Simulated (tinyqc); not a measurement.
Changing the oxygen pressure P: defect equilibria of an oxide against oxygen pressure (mass action). Computed by tinyqc, a small Python program. Command: `OMP_NUM_THREADS=1 python tinyqc.py 3026798 3026799 out.jsonl brouwer sweep`. One thread of a shared host (Intel(R) Xeon(R) Processor @ 2.30GHz), about 0.01 s of CPU time with the checks.

Defects: oxygen vacancies V (charge +2), electrons n, holes p, the ionic partner X = V_M'''' (charge -4), and the dopant. Activities are taken equal to concentrations.

Inputs (values chosen for the exercise, for a model oxide):
```
quantity                           value             unit
reduction enthalpy H_r              4.33               eV
prefactor K_r0                   4.1e+71  cm^-9 atm^(1/2)
gap E_g                             3.28               eV
prefactor N_c N_v                1.3e+41            cm^-6
disorder enthalpy H_s               4.72               eV
prefactor K_s0                   1.1e+68            cm^-9
dopant density N_d                 2e+20            cm^-3
temperature T                        900                K
electron mobility mu_n              0.14       cm^2/(V s)
hole mobility mu_p                  0.18       cm^2/(V s)
vacancy diffusion prefactor D_0    0.069           cm^2/s
vacancy migration energy E_m        0.77               eV
```

Ionic disorder: Schottky, oxide MO2. Dopant (singly charged, fully ionised): acceptor.

Constants: k_B = 8.617333262e-05 eV/K; e = 1.602176634e-19 C.

Method:
- K_r = K_r0 exp(-H_r/k_B T) = [V] n^2 P^(1/2); K_i = N_c N_v exp(-E_g/k_B T) = n p; K_s = K_s0 exp(-H_s/k_B T) = [X] [V]^2.
- Neutrality: 2 [V] + p = n + 4 [X] + N_d. With n as the unknown, [V] = K_r/(n^2 P^(1/2)), p = K_i/n, [X] = K_s/[V]^2; the log ratio is ln(positive/negative).
- The root is found by 60 bisections in ln n between n = 1e-10 and 1e25 cm^-3.
- sigma_n = e n mu_n, sigma_p = e p mu_p, sigma_ion = 2 e [V] mu_V with mu_V = 2 e D/(k_B T) and D = D_0 exp(-E_m/k_B T); only the oxygen vacancies carry ionic current, and the ionic transport number is sigma_ion over the total.

One run for each value:
```
oxygen pressure P (atm)  n (cm^-3)  [V] (cm^-3)  p (cm^-3)  [X] (cm^-3)  total conductivity (S/cm)
1.00e-30                 7.131e+20    4.566e+20  7.827e+01         1.96                  1.601e+01
1.00e-27                 1.932e+20    1.966e+20  2.888e+02        10.55                  4.340e+00
1.00e-24                 4.366e+19    1.218e+20  1.278e+03        27.48                  9.826e-01
1.00e-21                 8.395e+18    1.042e+20  6.649e+03        37.57                  1.912e-01
1.00e-18                 1.518e+18    1.008e+20  3.677e+04        40.18                  3.685e-02
1.00e-15                 2.708e+17    1.001e+20  2.061e+05        40.68                  8.859e-03
1.00e-12                 4.818e+16    1.000e+20  1.158e+06        40.77                  3.862e-03
1.00e-09                 8.569e+15    1.000e+20  6.514e+06        40.79                  2.973e-03
1.00e-06                 1.524e+15    1.000e+20  3.663e+07        40.79                  2.815e-03
1.00e-03                 2.710e+14    1.000e+20  2.060e+08        40.79                  2.787e-03
1.00e+00                 4.819e+13    1.000e+20  1.158e+09        40.79                  2.782e-03
```

What does the table show, and why?

Over the rows, n (cm^-3) falls from 7.13e20 to 4.82e13 (exponent d ln y / d ln x -0.19 between the first rows and -0.25 between the last); [V] (cm^-3) falls from 4.57e20 to 1.00e20; p (cm^-3) rises from 78.3 to 1.16e9 (exponent d ln y / d ln x 0.19 between the first rows and 0.25 between the last). The largest terms of the neutrality condition are 2 [V] = n from row 1; 2 [V] = N_d from row 2. Deep inside a regime n goes as P^(-1/6) for 2 [V] = n, P^(-1/4) where [V] is fixed, P^0 where n or p is fixed, and P^(-1/5) for p = 4 [X].

Caution (rows 1.00e-30): one of n, p, [V] and [X] is above 2e20 cm^-3, near 1 % of the sites of a usual oxide, where defects associate and the ideal mass-action laws fail. Caution (rows 1.00e-30, 1.00e-27): the carrier density is near sqrt(N_c N_v), where the carriers are degenerate and n p = K_i fails.

Extremes, crossings and ranges named in words are read from the listed rows.
